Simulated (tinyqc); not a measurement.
Depth of the donor: donor near an oxide interface in a gate field (two-state model).

Interface at z = 0 (hard wall), donor at z = d, field F pulling electrons to the interface: potential e F z; 1 kV/cm = 1e-5 eV/angstrom, c = hbar^2/2m0, q = e^2/(4 pi eps0), Q = (eps - eo)/(eps + eo). Donor state: E_D = e F d - ED - q Q/(4 eps d), the last term joining the images of ion and electron. Interface state: z exp(-b z/2) exp(-rho^2/(2 L^2)) with E_z = c b^2/(4 mz) + 3 e F/b + q Q b/(8 eps), minimised over b; in the plane at z = 3/b the ion (distance D = d - 3/b) and its image (D' = d + 3/b) give E_rho = c/(mt L^2) - (q/eps)(sqrt(pi)/L)[erfcx(D/L) + Q erfcx(D'/L)], erfcx(x) = exp(x^2) erfc(x), minimised over L. E_I = E_z + E_rho.

The two states couple by t = t0 exp(-D/aD) with t0 = q/(eps aD) (2 aD/L) sqrt(aD b/2) v, v a valley factor; this form is an estimate. With detuning u = E_D - E_I the splitting is sqrt(u^2 + 4 t^2) and the lower state has weight (1 - u/sqrt(u^2 + 4 t^2))/2 on the donor.

Constants: hbar^2/2m0 = 3.80998211 eV angstrom^2; e^2/(4 pi eps0) = 14.39964547 eV angstrom.

Parameters, chosen for this exercise (near those of a donor in Si below SiO2, static dielectric constants; shifted at random, so the results belong to these values and not to a real crystal):
```
symbol  value                         unit      meaning
ED      42.8                          meV       bulk binding energy
mz      0.904                         m0        mass across the interface
mt      0.188                         m0        mass in the plane
eps     11.2                                    dielectric constant of the semiconductor
eo      3.9                                     dielectric constant of the oxide
aD      20.7                          angstrom  donor radius
v       0.51                                    valley factor
dl      (65, 90, 120, 155, 200, 250)  angstrom  depths
```

Critical field, and the coupling, E_rho and L at that field.

Results:
```
d (angstrom)  critical field (kV/cm)  e F d/ED  t (meV)  E_rho (meV)  L (angstrom)
65                             119.6     1.816      4.0       -21.37            58
90                              77.6     1.632      1.1       -16.04            73
120                             54.1     1.518     0.24       -12.39            89
155                             39.7     1.439    0.044        -9.82           107
200                             29.4     1.376   0.0050        -7.78           129
250                             22.8     1.330  0.00046        -6.33           151
```

What does the comparison show?

The critical field falls from 120 to 23 kV/cm, with exponent -1.23 in d, while t drops by a factor 8.6e+03, about e for each 21 angstrom at the end (aD = 20.7). One lattice plane (1.36 angstrom) of misplacement changes t by 6 % and the critical field by about 1.4 % at 120 angstrom.

Computed by tinyqc, a small Python program: `OMP_NUM_THREADS=1 python tinyqc.py 1251572 1251573 out.jsonl` (the numbers bound the seed that draws the inputs); one thread of a shared host (Intel(R) Xeon(R) Processor @ 2.30GHz), about 0.06 s for the whole set of steps.
